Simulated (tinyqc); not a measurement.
Worked calculation: plane-wave Kohn-Sham cycle with exchange-only LDA in a layered model solid. One step of it, computed by the program tinyqc.

Task: Iteration 2: potential. V_H(G) = 4 pi rho(G)/G^2 for G != 0 (uniform background); v_x = -(3 rho/pi)^(1/3); V = V_ext + V_H + v_x; Fourier components f(G_m) = (1/N) sum_j f(x_j) exp(-i G_m x_j).

A solid whose potential varies along x alone (atomic units):
```
parameter                      value
period a                   10.500000
cross-section of the cell  32.000000
electrons per cell                 2
grid points                       16
plane waves -n..n, n               3
k points                           3
V1 in V1 cos(2 pi x/a)     -0.300000
```

density after iteration 1 (e/bohr^3): 0.01245225  0.01130375  0.00865171  0.00601883  0.00429561  0.00345958  0.00313435  0.00302737  0.00300345  0.00302737  0.00313435  0.00345958  0.00429561  0.00601883  0.00865171  0.01130375

Give: Potentials on the grid; V(G_m), m = 0, 1, 2, ....

Result:

Potentials on the grid (hartree):
```
x       V_ext     V_H     v_x         V
0.000  -0.300   0.168  -0.228    -0.360
0.656  -0.277   0.151  -0.221    -0.347
1.312  -0.212   0.106  -0.202    -0.309
1.969  -0.115   0.046  -0.179    -0.248
2.625       0  -0.015  -0.160    -0.175
3.281   0.115  -0.067  -0.149    -0.101
3.938   0.212  -0.106  -0.144    -0.038
4.594   0.277  -0.130  -0.142  4.92e-03
5.250   0.300  -0.138  -0.142     0.020
5.906   0.277  -0.130  -0.142  4.92e-03
6.562   0.212  -0.106  -0.144    -0.038
7.219   0.115  -0.067  -0.149    -0.101
7.875       0  -0.015  -0.160    -0.175
8.531  -0.115   0.046  -0.179    -0.248
9.188  -0.212   0.106  -0.202    -0.309
9.844  -0.277   0.151  -0.221    -0.347
```

V(G_m), m = 0, 1, 2, ... (hartree): -0.173  -0.095  0.001  0.000  0.000  0.000  0.000
